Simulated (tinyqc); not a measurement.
# Schottky diode by thermionic emission with image-force lowering and series resistance: soft saturation in reverse bias

Metal on an n-type semiconductor with one parabolic valley; V > 0 is forward bias (metal positive). I = I0 [exp(Vj/(n Vt)) - 1] with Vj = V - I Rs; I0 = S A* T^2 exp(-(phi - dphi)/Vt), the lowering dphi taken at zero bias.

A* = 4 pi q me m0 kB^2/h^3 (times 1e-4 for A/(cm^2 K^2)); Nc = 2 (2 pi me m0 kB T/h^2)^1.5 (times 1e-6 for cm^-3); xi = Vt ln(Nc/Nd), Vbi = phi - xi; surface field Em = sqrt(2 q Nd (Vbi - V - Vt)/(eps0 eps_r)); dphi = sqrt(q Em/(4 pi eps0 eps_r)). Here dphi follows the bias, J = -A* T^2 exp(-(phi - dphi(V))/Vt) [1 - exp(V/Vt)], without Rs.

Values chosen for this exercise; band and dielectric values close to those of silicon:
```
symbol   value   unit                             meaning
T          200      K                         temperature
me       0.256     m0                       electron mass
eps_r     11.5                      relative permittivity
phi       0.59     eV  barrier height seen from the metal
Nd      1.9e17  cm^-3                       donor density
```

Constants: q = 1.602176634e-19 C, kB = 1.380649e-23 J/K, h = 6.62607015e-34 J s, m0 = 9.1093837015e-31 kg, Vt = kB T/q, eps0 = 8.8541878128e-14 F/cm where lengths are in cm. Results are converted to the units shown.

Soft saturation in reverse bias:
```
V (V),Em (kV/cm),dphi (meV),J (A/cm^2)
-0.2,209.5,51.22,-3.262e-8
-0.5,248.7,55.80,-4.255e-8
-1,302.9,61.58,-5.951e-8
-2,389.3,69.82,-9.595e-8
-4,520.7,80.75,-1.809e-7
-7,671.2,91.67,-3.411e-7
-10,793.6,99.69,-5.430e-7
-15,963.8,109.9,-9.793e-7
```

dphi rises from 51.2 to 110 meV, as the square root of the field, and |J| grows by a factor of 30.0: the reverse current does not saturate. Tunnelling and generation are left out.

Range of the model: One isotropic valley is assumed; bands with several valleys have a larger Richardson constant and Nc.

Computed by the program tinyqc: `OMP_NUM_THREADS=1 python tinyqc.py 2640121 2640122 out.jsonl`, one thread of a shared Intel Xeon 2.30GHz, about 0.01 s for the whole run.
